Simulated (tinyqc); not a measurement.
What moves the results of Methfessel-Paxton (first order) smearing: smearing for a one-band metal on the bcc lattice.

Lattice vectors (units of a): a1 = (-1/2, 1/2, 1/2), a2 = (1/2, -1/2, 1/2), a3 = (1/2, 1/2, -1/2). E(k) = -t A_1(k) - t2 A_2(k), A_m the sum of cos(k . R) over the 8 nearest and 6 second lattice vectors. Mesh k = sum (j_i/N) b_i, j_i = 0 .. N-1.

With x = (E_k - mu)/sigma: Methfessel-Paxton (first order) f = erfc(x)/2 - x exp(-x^2)/(2 sqrt(pi)), s = (1 - 2 x^2) exp(-x^2)/(4 sqrt(pi)). With weights w = points/N^d (d the dimension), mu solves 2 sum w f = ne; E = 2 sum w f E_k, S = 2 sum w s, F = E - sigma S.

Parameters, chosen for this exercise: t = 1.06 eV (nearest hopping); t2 = -0.15 eV (second hopping); ne = 0.47 (electrons per cell); N = 6 (unshifted mesh); sigma = 0.212 eV (width).

All sums formed anew.

One parameter was then changed.

Results before and after:

| case | mu (eV) | E (eV) | S | F (eV) |
|---|---|---|---|---|
| base | -2.0825 | -1.7464 | 0.0141 | -1.7494 |
| changed | -2.0350 | -1.7485 | 0.0079 | -1.7518 |

Which of these changes was made? (a) sigma = 0.424 eV; (b) N = 12; (c) t = 1.166 eV; (d) ne = 0.57; (e) t2 = -0.044 eV.

Answer: (a) sigma = 0.424 eV. Of the candidates, run in turn, only this one gives the changed row.

All candidates:

| case | mu (eV) | E (eV) | S | F (eV) |
|---|---|---|---|---|
| base | -2.0825 | -1.7464 | 0.0141 | -1.7494 |
| N = 12 | -1.6733 | -1.7117 | 0.0017 | -1.7120 |
| sigma = 0.424 eV | -2.0350 | -1.7485 | 0.0079 | -1.7518 |
| ne = 0.57 | -1.4220 | -1.9214 | 0.0057 | -1.9226 |
| t2 = -0.044 eV | -2.0826 | -1.8406 | 0.0142 | -1.8436 |
| t = 1.166 eV | -2.2946 | -1.9344 | 0.0142 | -1.9374 |

(tinyqc, `OMP_NUM_THREADS=1 python tinyqc.py 1650940 1650941 out.jsonl`, Intel(R) Xeon(R) Processor @ 2.30GHz, 1 thread, shared host, about 0.3 s.)
